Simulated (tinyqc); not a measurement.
Anisotropic elasticity and sound waves of a cubic crystal: one step, computed by the program tinyqc. Command: `OMP_NUM_THREADS=1 python tinyqc.py 3030544 3030545 out.jsonl cubicelastic walk`. One thread of a shared host (Intel(R) Xeon(R) Processor @ 2.30GHz), about 0.01 s of CPU time with the checks.

Voigt order 1..6 = xx, yy, zz, yz, xz, xy, with engineering shear strains. The rotated frame has x' as named, z' along the wafer normal and y' = z' x x'.

Task: Sound waves along the wave normal. In the cube axes, with unit normal n: G_ij = (C12 + C44) n_i n_j + (C44 - H n_i^2) delta_ij, eigenvalues rho v^2, eigenvectors u (columns, largest component positive). Group velocity V_i = [(C12 + C44)(u.n) u_i + C44 n_i - H u_i^2 n_i]/(rho v); its angle to n has cosine v/|V|.

Inputs (values chosen for the exercise, modelled on indium phosphide): C12 = 57.2 GPa; C44 = 44.83 GPa; density rho = 4.806 g/cm^3.

Frame: (110) wafer, x' along [001].

wave normal (not normalised): 4  4.5  3.2

H = 45.26 GPa

Give: Christoffel matrix; phase velocities; polarisations; group speeds; angles between V and n.

Result:

Christoffel matrix (GPa):
```
        x       y       z
x  64.368  39.504  28.092
y  39.504  69.558  31.603
z  28.092  31.603  57.334
```

phase velocities (m/s): 2379.7  2627.8  5218.0

polarisations:
```
       slow      fast  longitudinal
x  -0.66842  -0.45459       0.58870
y   0.73000  -0.24927       0.63637
z  -0.14254   0.85511       0.49847
```

group speeds (m/s): 2493.5  2869.1  5224.5

angles between V and n (degree): 17.380  23.663  2.861

Energy flows off the wave normal by up to 23.7 degrees, for the fast transverse wave.
